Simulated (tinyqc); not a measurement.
Off-state leakage of single and stacked transistors: one step of the calculation.

n-channel devices of unit width. Subthreshold current I(Vg, Vs, Vd) = I0 (T/300 K)^0.5 exp[(Vg - Vs - VT(T) - gb (Vs - Vb) + dd (Vd - Vs))/(nf Vt)] (1 - exp(-(Vd - Vs)/Vt)), VT(T) = VT - cT (T - 300 K). Gate-edge tunnelling Ig (Vd/1 V) exp(ag (Vd - 1 V)), for a gate at 0 V, and band-to-band leakage Ab u exp(-Bb/u), u = Vd - Vb + 1 V, flow at a drain held at V; both are taken as independent of T. In a stack of off transistors (all gates at 0 V) the same subthreshold current passes through each.

Task. New Vx. Stack of two, Vx the node between them: I_low = I(0, 0, Vx), I_up = I(0, Vx, V), f = ln(I_up/I_low), f' = -(1 + gb + 2 dd)/(nf Vt) - 1/(Vt (exp(Vx/Vt) - 1)) - 1/(Vt (exp((V - Vx)/Vt) - 1)), Vx(new) = Vx - f/f'.

Values chosen for this exercise; values of the order met in bulk silicon logic transistors: temperature T = 378 K; supply voltage V = 1 V; threshold at 300 K, zero drain and body bias VT = 0.42 V; fall of the threshold with temperature cT = 0.6 mV/K; current at threshold at 300 K I0 = 0.12 uA/um; slope factor nf = 1.2; drain-induced lowering per volt dd = 0.11; rise of the threshold per volt of source-body bias gb = 0.21; body voltage Vb = 0 V.

Constants: q = 1.602176634e-19 C, kB = 1.380649e-23 J/K, Vt = kB T/q. Results are converted to the units shown.

Vx after iteration 1 = 0.079412849 V

Find: I_low; I_up; f; f'; Vx after iteration 2.

Result.

I_low = 0.010971 nA/um
I_up = 0.010974 nA/um
f = 3.0526e-4
f' = -39.522 1/V
Vx after iteration 2 = 0.079421 V

tinyqc, about 0.04 s, one thread, Intel Xeon 2.30GHz (shared host): `OMP_NUM_THREADS=1 python tinyqc.py 2242072 2242073 out.jsonl`
